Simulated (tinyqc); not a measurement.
Weakening the contact bond: metal-induced gap states at the contact of a metal chain and a two-band chain.

The semiconductor alternates sites A at -Eg/2 and C at +Eg/2 with hopping -t; the gap runs from -Eg/2 to Eg/2. In the gap cosh(q a) = 1 + (Eg^2/4 - E^2)/(2 t^2) and the amplitude changes by -exp(-q a) a period. The metal has site energy 0 and hopping -tm; its end site has g_m = (E - i sqrt(4 tm^2 - E^2))/(2 tm^2). Sites 1, 2, ... count into the semiconductor, with energies e1, e2 alternating. The clean half chain has g1 = 1/(E - e1 - t^2 g2), g2 = 1/(E - e2 - t^2 g1), decaying root. With the contact G11 = 1/(1/g1 - tc^2 g_m), and the density on site j is -Im G_jj/pi = |psi_j/psi_1|^2 (-Im G11/pi), per spin, with psi_2/psi_1 = -t g2, psi_3/psi_2 = -t g1.

Constants: e^2/(4 pi eps0) = 14.39964547 eV angstrom.

Values chosen for the exercise (gap and optical dielectric constant near those of SiC; the chain itself is a model; not measured data):

| symbol | value | unit | meaning |
|---|---|---|---|
| Eg | 3.24 | eV | gap |
| t | 2.91 | eV | hopping in the semiconductor |
| tm | 3.11 | eV | hopping in the metal |
| end | C |  | site that touches the metal |
| a | 3.08 | angstrom | period (two sites); one chain for each area a^2 |
| eps | 6.5 |  | dielectric constant |
| E | -0.94 | eV | energy from mid-gap |

At the given E, tc is varied, as by a thin spacer. xi = 1/(2q), N = 2 (summed density)/a^2, S = 1/(1 + 4 pi e^2 N xi/eps) with xi and eps kept.

Against tc:

| tc (eV) | D1 (1/eV) | summed density (1/eV) | S |
|---|---|---|---|
| 0.10 | 0.00002 | 0.00012 | 0.9977 |
| 0.25 | 0.00013 | 0.00073 | 0.9856 |
| 0.50 | 0.00051 | 0.00291 | 0.9447 |
| 0.80 | 0.00131 | 0.00749 | 0.8691 |
| 1.20 | 0.00296 | 0.01698 | 0.7455 |
| 1.80 | 0.00671 | 0.03849 | 0.5637 |
| 2.50 | 0.01272 | 0.07293 | 0.4055 |
| 3.50 | 0.02171 | 0.12453 | 0.2854 |

For a weak bond the density goes as tc^2 (ratio 6.25 between 0.25 and 0.1 eV, against 6.25). It is largest at tc = 3.5 eV among these rows, the end of the table; the peak may lie just before or beyond it. S is 0.998 at 0.1 eV and has its least value, 0.285, in that row.

Program tinyqc; command `OMP_NUM_THREADS=1 python tinyqc.py 1480096 1480097 out.jsonl`; about 0.01 s on one thread of a shared Intel(R) Xeon(R) Processor @ 2.30GHz.
